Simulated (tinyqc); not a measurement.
Hubbard ring of 3 sites, step by step. One step of it, computed by the program tinyqc.

Task: The many-body Hamiltonian. Basis: all placements (u, d, 2, 0 on each site), up operators ordered before down ones; hops carry the sign of the same-spin electrons passed.

one-body matrix (hopping and site energies) (eV), order 1, 2, 3:
$$\begin{pmatrix}
0.010000 & -0.620000 & -0.620000 \\
-0.620000 & 0.210000 & -0.620000 \\
-0.620000 & -0.620000 & 0.560000
\end{pmatrix}$$

U = 3.500000 eV

electrons, up and down: [1, 1]

Give: H.

Result:

H (eV):
```
         200      ud0      u0d      du0      020      0ud      d0u      0du
200   3.5200  -0.6200  -0.6200  -0.6200   0.0000   0.0000  -0.6200   0.0000
ud0  -0.6200   0.2200  -0.6200   0.0000  -0.6200   0.0000   0.0000  -0.6200
u0d  -0.6200  -0.6200   0.5700   0.0000   0.0000  -0.6200   0.0000   0.0000
du0  -0.6200   0.0000   0.0000   0.2200  -0.6200  -0.6200  -0.6200   0.0000
020   0.0000  -0.6200   0.0000  -0.6200   3.9200  -0.6200   0.0000  -0.6200
0ud   0.0000   0.0000  -0.6200  -0.6200  -0.6200   0.7700   0.0000   0.0000
d0u  -0.6200   0.0000   0.0000  -0.6200   0.0000   0.0000   0.5700  -0.6200
0du   0.0000  -0.6200   0.0000   0.0000  -0.6200   0.0000  -0.6200   0.7700
002   0.0000   0.0000  -0.6200   0.0000   0.0000  -0.6200  -0.6200  -0.6200

         002
200   0.0000
ud0   0.0000
u0d  -0.6200
du0   0.0000
020   0.0000
0ud  -0.6200
d0u  -0.6200
0du  -0.6200
002   4.6200
```
